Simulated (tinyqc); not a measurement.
What moves the results: Fermi-Dirac statistics of conduction electrons. A value that a table varies takes the place of the one given here.

Non-parabolic band E (1 + alpha E) = c k^2/m: n = Nc (2/sqrt(pi)) integral_0^infinity sqrt(x (1 + a x)) (1 + 2 a x) dx/(1 + exp(x - eta)) with a = alpha kT and eta = (EF - Ec)/kT; a = 0 gives n = Nc F_1/2(eta).

Constants: hbar^2/2m0 = 3.80998211 eV angstrom^2; kB = 8.617333262e-05 eV/K.

Inputs chosen for the exercise (near those of Si, lowest valleys alone; not measured data):

| symbol | value | unit | meaning |
|---|---|---|---|
| m | 1.0946 | m0 | density-of-states mass of the conduction band |
| T | 77 | K |  |
| alpha | 0.47 | 1/eV | non-parabolicity |
| m1 | 0.199 | m0 | mass of one isotropic band with spin |
| L | 30 | angstrom | confinement length used to compare densities |
| n | 3.1e+19 | 1/cm^3 | electron density |

## Parabolic against non-parabolic filling

N = 2 (m kB T/(4 pi c))^(3/2) with c = hbar^2/2m0, in 1/angstrom^3; times 1e24 for 1/cm^3. k_F = (3 pi^2 n)^(1/3) and the energy E0 that solves E (1 + alpha E) = c k_F^2/m give the limit of zero temperature.

EF - Ec (meV):

| n (1/cm^3) | parabolic | non-parabolic | non-parabolic, 0 K |
|---|---|---|---|
| 4.0e+17 | -14.6 | -14.7 | 1.8 |
| 1.0e+18 | -8.1 | -8.2 | 3.3 |
| 6.0e+18 | 6.8 | 6.7 | 10.9 |
| 2.0e+19 | 22.9 | 22.5 | 24.3 |
| 6.0e+19 | 50.3 | 49.1 | 49.9 |
| 2.0e+20 | 113.6 | 108.0 | 108.4 |

What can be read from the table?

Non-parabolicity lowers EF by 0.1 meV at the lowest density and by 5.6 meV at the highest, where alpha (EF - Ec) = 0.05. Temperature lowers EF below its 0 K value by 16.5 meV at the lowest density and by 0.4 meV at the highest. EF enters the band between 1e+18 and 6e+18 1/cm^3.

## Dimension (statistics of electrons in three, two and one dimensions)

One band edge at E = 0, lambda = sqrt(4 pi c/(m1 kT)) with c = hbar^2/2m0. Densities with spin: n3 = (2/lambda^3) F_1/2(eta), n2 = (2/lambda^2) F_0(eta) with F_0 = ln(1 + exp(eta)), n1 = (2/lambda) F_-1/2(eta). F_j(eta) = (1/Gamma(j + 1)) integral_0^infinity x^j dx/(1 + exp(x - eta)), which tends to exp(eta) for eta << 0.

The last two columns turn the sheet and line densities into volume densities, n2/L and n1/L^2, over n3.

Densities:

| eta | n3 (1/cm^3) | n2 (1/cm^2) | n1 (1/cm) | (n2/L)/n3 | (n1/L^2)/n3 |
|---|---|---|---|---|---|
| -4 | 5.27e+15 | 1.00e+10 | 1.90e+04 | 6.33 | 40.0 |
| -2 | 3.75e+16 | 7.00e+10 | 1.30e+05 | 6.23 | 38.5 |
| -1 | 9.50e+16 | 1.73e+11 | 3.09e+05 | 6.07 | 36.1 |
| 0 | 2.22e+17 | 3.82e+11 | 6.35e+05 | 5.75 | 31.9 |
| 1 | 4.56e+17 | 7.24e+11 | 1.08e+06 | 5.29 | 26.3 |
| 2 | 8.18e+17 | 1.17e+12 | 1.54e+06 | 4.78 | 20.9 |
| 4 | 1.89e+18 | 2.22e+12 | 2.30e+06 | 3.92 | 13.5 |
| 8 | 5.03e+18 | 4.41e+12 | 3.33e+06 | 2.93 | 7.36 |

lambda = 190.4 angstrom

What does this show?

Far below the edge all three follow exp(eta), and the ratios tend to lambda/L = 6.347 and its square. From eta = 4 to 8 the densities grow by 2.67, 1.99 and 1.45, near the powers 2^(3/2), 2 and 2^(1/2) that the densities of states E^(1/2), E^0 and E^(-1/2) give. One subband serves while EF stays several kT below the second, 94.9 kT up for hard walls; rows with a larger eta, if any, overfill it.

## What moves the Fermi level

N = 2 (m kB T/(4 pi c))^(3/2) with c = hbar^2/2m0, in 1/angstrom^3; times 1e24 for 1/cm^3. Each row changes one parameter from the base and keeps the others.

Results:

| case | parabolic EF - Ec (meV) | non-parabolic EF - Ec (meV) |
|---|---|---|
| base | 31.69 | 31.09 |
| m = 1.2041 m0 | 28.56 | 28.05 |
| T = 127 K | 29.35 | 28.59 |
| n = 1.55e+19 1/cm^3 | 18.67 | 18.37 |
| alpha = 0.705 1/eV | 31.69 | 30.81 |

How do the results move?

The largest shifts from the base row, up to three for each result and ties (the steps differ in size, so this ranks the rows, not the parameters). parabolic EF - Ec (meV): n -13.02, m -3.13, T -2.34; unchanged at the printed digits by alpha. non-parabolic EF - Ec (meV): n -12.72, m -3.04, T -2.51.

tinyqc: `OMP_NUM_THREADS=1 python tinyqc.py 1652119 1652120 out.jsonl`; about 0.01 s, one thread, shared Intel(R) Xeon(R) Processor @ 2.30GHz.
